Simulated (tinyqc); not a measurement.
Worked calculation: type-II superlattice in the two-band Kane model. Values are carried at full precision from step to step, so a last printed digit may differ when a step is redone from the rounded ones.

Motion along the axis, period d = a + b, c = hbar^2/2m0. Conduction and light-hole bands couple: (E - Ec)(E - Ev) = Ep c k^2 in each layer, with mass m(E) = (E - Ev)/Ep, which may be negative. The conduction envelope psi and psi'/m(E) are continuous; a layer carries them by [[cos kt, (m/k) sin kt], [-(k/m) sin kt, cos kt]] (cosh and sinh for k^2 < 0), and cos(q d) = tr(M_B M_A)/2. C1 is the first miniband above EvB, with its bottom at tr/2 = +1 and its top at -1; the gap is the bottom of C1 less the top heavy-hole level HH1.

Constants: hbar^2/2m0 = 3.80998211 eV angstrom^2; hc = 1239.841984 eV nm.

Inputs chosen for the exercise (near those of an InAs/GaSb superlattice; the results hold for these values, not for the real material):
```
symbol  value  unit      meaning
a       46     angstrom  layer A
b       59     angstrom  layer B
EcA     0      eV        conduction edge of A
EvA     -0.42  eV        valence edge of A
EcB     0.962  eV        conduction edge of B
EvB     0.141  eV        valence edge of B
EpA     14.3   eV        coupling energy in A
EpB     18.3   eV        coupling energy in B
E       0.22   eV        trial energy
mhA     0.34   m0        heavy hole in A
mhB     0.25   m0        heavy hole in B
```

## Wave numbers and masses at one energy

Give k^2 and m(E) in both layers.

Layers:
```
layer  k^2 (1/angstrom^2)  m(E) (m0)
A               0.0025843    0.04476
B             -0.00084073    0.00432
```

In B the decay constant is 0.0290 1/angstrom; across the gap of B it peaks at mid-gap, at 0.0492, and vanishes at both edges.

## Transfer matrices

Form M_A, M_B and half the trace of their product.

M_A (angstrom units):
$$\begin{pmatrix}
-0.69446 & 0.63347 \\
-0.81730 & -0.69446
\end{pmatrix}$$

M_B (angstrom units):
$$\begin{pmatrix}
2.8569 & 0.39843 \\
17.975 & 2.8569
\end{pmatrix}$$

tr/2 = 3.5464

E lies in a gap of the coupled bands.

## Edges and effective gap

Heavy holes are uncoupled: with e = EvB - E, p = sqrt(mhB e/c), w = sqrt(mhA (EvB - EvA - e)/c), the top level HH1 at q = 0 solves (p/mhB) tan(p b/2) = (w/mhA) tanh(w a/2).

C1 is the first miniband above EvB: bottom at tr/2 = +1, top at -1. The gap is its bottom less HH1; cut-off wavelength hc/gap.

bottom of C1 = 0.2549 eV
top of C1 = 0.2785 eV
HH1 = 0.1113 eV
gap = 0.1436 eV
cut-off = 8.64 micrometre

The bulk edges overlap by 141 meV; confinement lifts the electrons by 255 meV and lowers the holes by 30 meV, which opens the gap. It is 0.34 of the smaller bulk gap.

## Electron mass along the axis

m_z = -2 c f'/d^2 with f = tr/2 differentiated at the bottom of C1 (central difference of 1e-6 eV); compare the bulk edge mass (EcA - EvA)/EpA.

f' = -81.06 1/eV
m_z = 0.0560 m0
bulk edge mass of A = 0.0294 m0

## Checks

- Bottom of C1 from the two-band matrix on a staggered grid of 0.5 angstrom against the transfer matrix, eV: both 0.255.

Computed by tinyqc, a small Python program: `OMP_NUM_THREADS=1 python tinyqc.py 1281862 1281863 out.jsonl` (the numbers bound the seed that draws the inputs); one thread of a shared host (Intel(R) Xeon(R) Processor @ 2.30GHz), about 0.1 s for the whole set of steps.
